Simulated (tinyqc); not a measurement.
Worked calculation: round or elliptic silicon nanowire with anisotropic valleys (Ritz method). Values are carried at full precision from step to step, so a last printed digit may differ when a step is redone from the rounded ones.

Wire along x = [110] on a (001) wafer, y = [-110], z = [001]. Valley groups (w = inverse masses): A, two valleys along z: w_y = 1/mt, w_z = 1/ml, m_x = mt; B, four valleys in the wafer plane: w_y = (1/ml + 1/mt)/2, w_z = 1/mt, m_x = (ml + mt)/2.

Constants: hbar^2/2m0 = 3.80998211 eV angstrom^2; kB = 8.617333262e-05 eV/K.

Values chosen for the exercise (near those of a Si nanowire; not measured data): ml = 0.923 m0 (longitudinal mass); mt = 0.189 m0 (transverse mass); a = 19 angstrom (semi-axis along y); b = 17 angstrom (semi-axis along z); group = A (valley group worked out); T = 300 K (temperature).

## Stretching the ellipse

Scaling y by 1/sqrt(w_y) and z by 1/sqrt(w_z) makes the mass 1 and the semi-axes A = a/sqrt(w_y), B = b/sqrt(w_z). List them with the one-function estimate 3c (1/A^2 + 1/B^2) and the slender limit c (pi/2s)^2 (1 + 2s/(pi l)), s and l the smaller and larger of A, B; c = hbar^2/2m0.

Groups:

| group | g | A | B | axis ratio | one function (eV) | slender limit (eV) |
|---|---|---|---|---|---|---|
| A | 2 | 8.26 | 16.33 | 1.977 | 0.2104 | 0.1821 |
| B | 4 | 10.64 | 7.39 | 1.440 | 0.3102 | 0.2482 |

The one-function value suits axis ratios near 1 and the slender limit ratios well above 2.

## Matrices of three even functions

Hard wall on the ellipse (y/a)^2 + (z/b)^2 = 1, c = hbar^2/2m0. With u = y/a, v = z/b the operator is -c [(w_y/a^2) d2/du2 + (w_z/b^2) d2/dv2] on the unit disc. Basis (1 - u^2 - v^2) u^i v^j; S, X and Y are the disc integrals of f f', (df/du)(df'/du) and (df/dv)(df'/dv), from the integral of u^p v^q = 2 Gamma((p+1)/2) Gamma((q+1)/2)/((p + q + 2) Gamma((p+q+2)/2)) for even p, q; H = c (w_y X/a^2 + w_z Y/b^2).

Basis 1, u^2, v^2 times (1 - u^2 - v^2); form S and H for the chosen group.

S:
```
            1       u^2       v^2
1    1.047198  0.130900  0.130900
u^2  0.130900  0.039270  0.013090
v^2  0.130900  0.013090  0.039270
```

H (meV):
```
            1      u^2      v^2
1    220.3018  36.7170  36.7170
u^2   36.7170  43.0072   4.5896
v^2   36.7170   4.5896  21.2475
```

## Lowest level in this basis

Solve H p = E S p for the wire level; give E, the ratios p2/p1 and p3/p1, and H11/S11.

E = 200.3 meV

ratios: -0.26  -0.75

one function = 210.4 meV

The two added functions lower the level by 10.1 meV (4.8 %), mostly by narrowing the state along v, the direction in which the stretched ellipse is long.

## Subbands

Converged values use 21 functions of each parity class (e or o in u, then in v).

The nine lowest levels of all groups and parity classes.

Subbands:

| group, parity | g | m_x (m0) | E (eV) |
|---|---|---|---|
| A ee | 2 | 0.1890 | 0.2002 |
| B ee | 4 | 0.5560 | 0.2979 |
| A eo | 2 | 0.1890 | 0.3542 |
| A ee | 2 | 0.1890 | 0.5680 |
| B oe | 4 | 0.5560 | 0.6227 |
| A oe | 2 | 0.1890 | 0.6569 |
| A eo | 2 | 0.1890 | 0.8444 |
| B eo | 4 | 0.5560 | 0.8871 |
| A oo | 2 | 0.1890 | 0.8943 |

At 300 K and without degeneracy the populations go as g sqrt(m_x) exp(-E/kB T): among these nine the lowest level holds 93 % and the light transport mass mt 93 % of the electrons. Levels above about 0.3 eV lie beyond parabolic valleys and hard walls.

## Checks

- Circle of radius a with both masses mt against c (2.404826/R)^2/m, eV: both 0.3229.

Run: tinyqc, `OMP_NUM_THREADS=1 python tinyqc.py 1280070 1280071 out.jsonl`; Intel(R) Xeon(R) Processor @ 2.30GHz, one thread, shared host; about 0.03 s of CPU time with all checks.
